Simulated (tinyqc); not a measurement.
# Resonant-tunnelling diode, transfer matrices and Tsu-Esaki current: effects of single changes

Emitter (band edge 0), barrier d1, well Lw, barrier d2, spacer ds, collector (edge -V). The bias drops linearly over these layers and none in the contacts; each layer is cut into ns equal slices, flat at the value of their centres. E is the energy of motion across the layers, C = hbar^2/(2 m0), psi and psi'/m are continuous. Transport is coherent, T(E) is taken as independent of the transverse momentum, and charge in the well is ignored.

Inputs (values chosen for the exercise); masses and offsets close to those of GaAs wells and AlGaAs barriers:
```
symbol,value,unit,meaning
T,77,K,temperature
mw,0.065,m0,"mass in the well, spacer and contacts"
U1,0.24,eV,barrier height
m1,0.09,m0,barrier mass
d1,2.5,nm,emitter barrier
Lw,7,nm,well width
d2,2.5,nm,collector barrier
ns,4,,slices in each layer
ds,2.3,nm,undoped spacer after the collector barrier
Ef,0.041,eV,Fermi energy of both contacts above their band edges
V,0.038,V,bias of the collector
```

Constants: q = 1.602176634e-19 C, kB = 1.380649e-23 J/K, hbar = 1.054571817e-34 J s, m0 = 9.1093837015e-31 kg, Vt = kB T/q, hbar^2/(2 m0) = 0.0380998212 eV nm^2. Results are converted to the units shown.

Each table varies one quantity; the others keep the values above.

## Effect of the Fermi energy

For the pair (psi, psi'/m) a flat layer has M = [[cos kd, (m/k) sin kd], [-(k/m) sin kd, cos kd]] with k = sqrt(m (E - U)/C) above its edge U, and M = [[cosh Kd, (m/K) sinh Kd], [(K/m) sinh Kd, cosh Kd]] with K = sqrt(m (U - E)/C) below it. Later slices stand to the left. With M acting on (psi, psi'/m) and v = k/m in each lead, T(E) = 4 vL vR/[(vL vR M12 - M21)^2 + (vR M11 + vL M22)^2]. J = J0 times the integral over E > 0 of T(E) N(E), N = ln[(1 + exp((Ef - E)/Vt))/(1 + exp((Ef - V - E)/Vt))], J0 = q^2 mw m0 kB T/(2 pi^2 hbar^3) (times 1e-4 for A/cm^2 per eV). The integral is converged to the digits shown. Er is the first maximum of T(E) at this bias.

Effect of the Fermi energy:

| Ef (eV) | N at Er = 0.0334 eV | J (kA/cm^2) |
|---|---|---|
| 0.008 | 0.02145 | 0.8300 |
| 0.018 | 0.09334 | 3.441 |
| 0.027 | 0.3217 | 11.19 |
| 0.036 | 0.9033 | 29.98 |
| 0.046 | 2.017 | 65.90 |
| 0.055 | 3.212 | 105.7 |
| 0.064 | 4.338 | 144.8 |
| 0.073 | 5.150 | 175.3 |

Read the table: what changes, and by how much?

J rises from 0.830 to 175 kA/cm^2, a factor of 211, while N at the resonance grows by 240.

## Resonance against bias

The resonance is the first maximum of T(E) for E > 0, G its full width at half maximum. For a sharp resonance J = J0 (pi G/2) Tp N(Er), with Er the peak energy, Tp the peak transmission and G the full width at half maximum (in eV).

Resonance against bias:

| V (V) | Er (eV) | Tp | G (meV) | J (kA/cm^2) | one-resonance J (kA/cm^2) |
|---|---|---|---|---|---|
| 0.012 | 0.04441 | 0.9918 | 3.501 | 13.60 | 14.29 |
| 0.027 | 0.03807 | 0.9592 | 3.504 | 31.42 | 33.61 |
| 0.041 | 0.03210 | 0.9070 | 3.514 | 50.46 | 54.71 |
| 0.056 | 0.02566 | 0.8282 | 3.533 | 70.80 | 77.13 |
| 0.071 | 0.01917 | 0.7252 | 3.558 | 86.46 | 94.09 |
| 0.085 | 0.01307 | 0.6040 | 3.583 | 92.19 | 100.2 |
| 0.1 | 0.006529 | 0.4324 | 3.598 | 81.25 | 88.69 |

What does the table show?

Er falls from 0.0444 to 0.00653 eV, by 0.430 eV a volt, against the share 0.420 of the bias at the centre of the well. Tp falls from 0.992 to 0.432: the bias makes equal barriers unequal. The one-resonance current is 5.1 % above the full integral in the first row and 9.2 % above it in the last.

tinyqc, about 0.2 s, one thread, Intel Xeon 2.30GHz (shared host): `OMP_NUM_THREADS=1 python tinyqc.py 2600070 2600071 out.jsonl`
